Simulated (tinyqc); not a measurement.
# Lossy interposer transmission line with skin effect: two studies

A uniform line in a homogeneous dielectric: c = sqrt(er)/(c0 Z0), l = Z0 sqrt(er)/c0 (c0 = 299792458 m/s), g = w c td, w = 2 pi f. The resistance joins its limits as r = sqrt(r_dc^2 + r_hf^2), with r_dc = rho/(wd th), r_hf = kr rho/(2 delta (wd + th)), delta = sqrt(rho/(pi f mu0)), mu0 = 4 pi 1e-7 H/m; this is an interpolation, and internal inductance, up to 0.05 nH/mm at low frequency, is neglected.

Values chosen for this exercise: width of the strip wd = 7.8 um; thickness of the strip th = 0.8 um; resistivity rho = 1.8 uohm cm; relative permittivity er = 3.9; loss tangent td = 0; lossless impedance sqrt(l/c) Z0 = 50 ohm; factor for crowding and the return path kr = 1.2; length len = 7.9 mm; source resistance Rg = 25 ohm; load resistance RL = 1000 ohm; load capacitance CL = 20 fF; frequency f = 0.29 GHz.

Each table varies one quantity; the others keep the values above.

## Line properties against frequency

gamma = sqrt((r + i w l)(g + i w c)) = alpha + i beta, Zc = sqrt((r + i w l)/(g + i w c)), roots with positive real part; loss 8.685889638 alpha in dB; phase velocity w/beta. ZL = 1/(1/RL + i w CL); reflection (ZL - Zc)/(ZL + Zc); Zin = Zc (ZL + Zc tanh(gamma len))/(Zc + ZL tanh(gamma len)); H = V_load/V_source = [Zin/(Zin + Rg)]/[cosh(gamma len) + (Zc/ZL) sinh(gamma len)].

Result of one run:
```
f (GHz),r (ohm/mm),r/(w l),loss (dB/mm),|Zc| (ohm),phase velocity over c0,length in wavelengths,|H| (dB)
0.3,2.903,4.675,0.1483,109.3,0.2978,0.02654,-0.3843
```

What becomes of these results when the frequency f is changed from 0.3 to 0.09 GHz, all else the same?

Result of the changed run:
```
f (GHz),r (ohm/mm),r/(w l),loss (dB/mm),|Zc| (ohm),phase velocity over c0,length in wavelengths,|H| (dB)
0.09,2.890,15.52,0.08727,197.2,0.1760,0.01347,-0.4038
```

The whole series:
```
f (GHz),r (ohm/mm),r/(w l),loss (dB/mm),|Zc| (ohm),phase velocity over c0,length in wavelengths,|H| (dB)
0.01,2.885,139.4,0.02991,590.4,0.06043,0.004361,-0.4055
0.03,2.886,46.49,0.05144,341.0,0.1039,0.007609,-0.4054
0.09,2.890,15.52,0.08727,197.2,0.1760,0.01347,-0.4038
0.3,2.903,4.675,0.1483,109.3,0.2978,0.02654,-0.3843
0.8,2.932,1.771,0.2068,71.31,0.4111,0.05128,-0.2518
2,3.002,0.7253,0.2467,55.57,0.4790,0.1100,0.4990
7,3.278,0.2262,0.2829,50.63,0.5032,0.3666,-0.4801
20,3.904,0.09432,0.3387,50.11,0.5058,1.042,-1.647
60,5.392,0.04343,0.4682,50.02,0.5063,3.123,-1.478
```

r equals w l at 1.43 GHz: below it |Zc| and the delay grow as in an RC line, above it |Zc| tends to Z0 = 50 ohm and the velocity to 1/sqrt(er) = 0.506 c0. The loss goes as f^(0.49) between the first two rows and f^(0.29) between the last two. |H| is -0.405 dB in the first row and -1.48 dB in the last; between rows it can pass through resonances that the table doesn't show.

## Effect of the loss tangent

Same model as above.

The same in every row: r (ohm/mm) = 2.902; r/(w l) = 4.835.

Result of one run:
```
td,loss (dB/mm),|Zc| (ohm),phase velocity over c0,length in wavelengths,|H| (dB)
0.005,0.1467,111.1,0.2945,0.02595,-0.3887
```

What becomes of these results when the loss tangent td is changed from 0.005 to 0.04, all else the same?

Result of the changed run:
```
td,loss (dB/mm),|Zc| (ohm),phase velocity over c0,length in wavelengths,|H| (dB)
0.04,0.1499,111.1,0.2987,0.02559,-0.4089
```

The whole series:
```
td,loss (dB/mm),|Zc| (ohm),phase velocity over c0,length in wavelengths,|H| (dB)
0,0.1463,111.1,0.2939,0.02600,-0.3858
0.001,0.1464,111.1,0.2940,0.02599,-0.3863
0.002,0.1465,111.1,0.2941,0.02598,-0.3869
0.005,0.1467,111.1,0.2945,0.02595,-0.3887
0.01,0.1472,111.1,0.2951,0.02590,-0.3916
0.02,0.1481,111.1,0.2963,0.02579,-0.3974
0.04,0.1499,111.1,0.2987,0.02559,-0.4089
```

As td goes from 0 to 0.04, the loss rises from 0.146 to 0.150 dB/mm, |Zc| stays near 111 ohm and |H| goes from -0.386 to -0.409 dB, with its highest value among the rows, -0.386 dB, at td = 0. In the low-loss estimate the dielectric part g Z0/2 equals the conductor part r/(2 Z0) at td = 4.84.

Numbers from tinyqc (`OMP_NUM_THREADS=1 python tinyqc.py 2810185 2810186 out.jsonl`; about 0.01 s on one thread of a shared Intel Xeon 2.30GHz).
